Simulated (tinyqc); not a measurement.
# Ground and coupling capacitance from two measurements

Question. A line has Cg to the planes and Cc to each of two neighbours. Find Cg, Cc, the load when both neighbours switch in antiphase, and the pulse on the line when it floats and both neighbours swing by Vx.

Inputs (values chosen for the exercise):
- Vx = 1 V (swing)

capacitance with neighbours driven alike and with neighbours grounded (aF/um): [100, 258]

Solution. Driven alike, Cc carries no charge, which leaves Cg; grounded neighbours give Cg + 2 Cc, antiphase Cg + 4 Cc; a floating line divides the swing as 2 Cc/(Cg + 2 Cc).

Cg = 100.0 aF/um
Cc = 79.00 aF/um
load in antiphase = 416.0 aF/um
pulse = 0.6124 V

Numbers from tinyqc (`OMP_NUM_THREADS=1 python tinyqc.py 2790195 2790196 out.jsonl`; about 1 s on one thread of a shared Intel Xeon 2.30GHz).
